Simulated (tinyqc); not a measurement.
# Line constants from open and short measurements

Inverse problem. A uniform line of length len, under a quarter wavelength, has Z_open = Zc coth(gamma len) and Z_short = Zc tanh(gamma len); gamma Zc = r + i w l and gamma/Zc = g + i w c, w = 2 pi f. Find r, l and c.

Values chosen for this exercise: length len = 0.56 mm; frequency f = 1.7 GHz.

Zin with the far end open = 17.3024-1833.1129i ohm
Zin with the far end shorted = 24.416096+2.960033i ohm

Answer. The product of the two impedances is Zc^2 and their ratio tanh^2(gamma len); the principal branch holds below a quarter wavelength.

r = 43.6 ohm/mm
l = 0.513 nH/mm
c = 91.1 pF/m

Program tinyqc, `OMP_NUM_THREADS=1 python tinyqc.py 2810209 2810210 out.jsonl`; Intel Xeon 2.30GHz, shared host, one thread, about 0.01 s.
